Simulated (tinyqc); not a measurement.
One-electron ion in a basis of Gaussians, step by step. One step of it, computed by the program tinyqc.

Question. Generalised eigenproblem. Solve H C = S C e through S^(-1/2); each column has its largest component positive (the first on a tie).

H = T + V (hartree):
$$\begin{pmatrix}
-0.042071 & -0.034249 & -0.015461 & -0.004916 & -0.001323 & -0.000332 & -0.000081 \\
-0.034249 & -0.051733 & -0.040682 & -0.021463 & -0.007670 & -0.002195 & -0.000568 \\
-0.015461 & -0.040682 & -0.018866 & -0.008302 & -0.019063 & -0.010252 & -0.003410 \\
-0.004916 & -0.021463 & -0.008302 & 0.198023 & 0.188027 & 0.026610 & -0.007485 \\
-0.001323 & -0.007670 & -0.019063 & 0.188027 & 1.085452 & 0.976553 & 0.239067 \\
-0.000332 & -0.002195 & -0.010252 & 0.026610 & 0.976553 & 4.251795 & 3.770382 \\
-0.000081 & -0.000568 & -0.003410 & -0.007485 & 0.239067 & 3.770382 & 14.905633
\end{pmatrix}$$

S:
$$\begin{pmatrix}
1.000000 & 0.576287 & 0.143733 & 0.023950 & 0.003433 & 0.000468 & 0.000063 \\
0.576287 & 1.000000 & 0.576114 & 0.143712 & 0.023941 & 0.003432 & 0.000468 \\
0.143733 & 0.576114 & 1.000000 & 0.576234 & 0.143734 & 0.023946 & 0.003434 \\
0.023950 & 0.143712 & 0.576234 & 1.000000 & 0.576169 & 0.143713 & 0.023954 \\
0.003433 & 0.023941 & 0.143734 & 0.576169 & 1.000000 & 0.576182 & 0.143778 \\
0.000468 & 0.003432 & 0.023946 & 0.143713 & 0.576182 & 1.000000 & 0.576333 \\
0.000063 & 0.000468 & 0.003434 & 0.023954 & 0.143778 & 0.576333 & 1.000000
\end{pmatrix}$$

Give: eigenvalues of S; eigenvalues; coefficients.

Answer.

eigenvalues of S: [0.125, 0.231, 0.441, 0.786, 1.274, 1.835, 2.308]

eigenvalues (hartree): [-0.055, -0.030, 0.029, 0.326, 1.455, 5.388, 19.033]

coefficients:
$$\begin{pmatrix}
0.243 & 1.136 & 0.529 & -0.164 & 0.062 & -0.026 & 0.011 \\
0.711 & -0.652 & -1.214 & 0.490 & -0.187 & 0.077 & -0.032 \\
0.207 & -0.206 & 1.236 & -1.051 & 0.447 & -0.183 & 0.076 \\
0.020 & -0.018 & -0.006 & 1.364 & -0.968 & 0.420 & -0.173 \\
0.002 & -0.002 & 0.022 & -0.112 & 1.393 & -0.921 & 0.394 \\
0.000 & 0.000 & -0.003 & 0.029 & -0.154 & 1.386 & -0.861 \\
0.000 & 0.000 & 0.001 & -0.005 & 0.028 & -0.143 & 1.281
\end{pmatrix}$$

For Z = 1 and l = 2 the exact lowest level is -Z^2/(2 n^2) with n = l + 1: -0.055556 hartree.
